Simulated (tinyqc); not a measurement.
Ellipsometry and reflectance of a transparent film on an absorbing substrate: psi and Delta against the film thickness.

Air (index 1), film, substrate with N2 = n2 - i k2; time factor exp(+i w t). q_j = sqrt(N_j^2 - sin^2 th), root with positive real part. Fresnel coefficients r_s = (q_a - q_b)/(q_a + q_b), r_p = (N_b^2 q_a - N_a^2 q_b)/(N_b^2 q_a + N_a^2 q_b). tan(Psi) exp(i Delta) = R_p/R_s, Delta taken from 0 to 360 degrees.

beta = 2 pi d q1/lam, X = exp(-2 i beta), R = (r01 + r12 X)/(1 + r01 r12 X) for p and s. The last column is the derivative of Delta.

Parameters, values chosen for the exercise; indices close to those of aluminium oxide on silicon:
- lam = 800 nm (wavelength)
- th = 65 degrees (angle of incidence)
- n1 = 1.647 (index of the transparent film)
- n2 = 3.692 (index of the substrate)
- k2 = 0.0065 (extinction coefficient of the substrate)

Results:
```
d (nm),Psi (degrees),Delta (degrees),|R_p|^2,|R_s|^2,dDelta/dd (degrees/nm)
0,16.50,179.8,0.05456,0.6222,-1.441
32,18.67,136.8,0.06773,0.5932,-1.180
64,24.13,105.5,0.09942,0.4953,-0.7860
97,33.97,84.66,0.1341,0.2954,-0.5138
129,58.25,63.06,0.1547,0.05926,-1.396
193,34.27,275.6,0.1347,0.2900,-0.5114
226,24.28,255.0,0.1001,0.4921,-0.7788
258,18.75,224.0,0.06823,0.5919,-1.172
290,16.50,181.1,0.05457,0.6222,-1.441
```

Estimate the missing row, d = 161 nm.

Computed row:
```
d (nm),Psi (degrees),Delta (degrees),|R_p|^2,|R_s|^2,dDelta/dd (degrees/nm)
161,59.10,297.9,0.1549,0.05550,-1.493
```

With this row back in the table: Psi goes from 16.5 through a maximum of 59.1 (at d = 161 nm among the rows listed) to 16.5 degrees. The period is 290.9 nm, after which Psi and Delta return to the values of the bare substrate, so one angle and wavelength fix d only up to a multiple of it. The size of the slope of Delta runs from 0.511 to 1.49 degrees/nm among the rows; Delta is counted modulo 360 degrees, and sharper features can lie between the rows.

Numbers from tinyqc (`OMP_NUM_THREADS=1 python tinyqc.py 2870159 2870160 out.jsonl`; about 0.01 s on one thread of a shared Intel Xeon 2.30GHz).
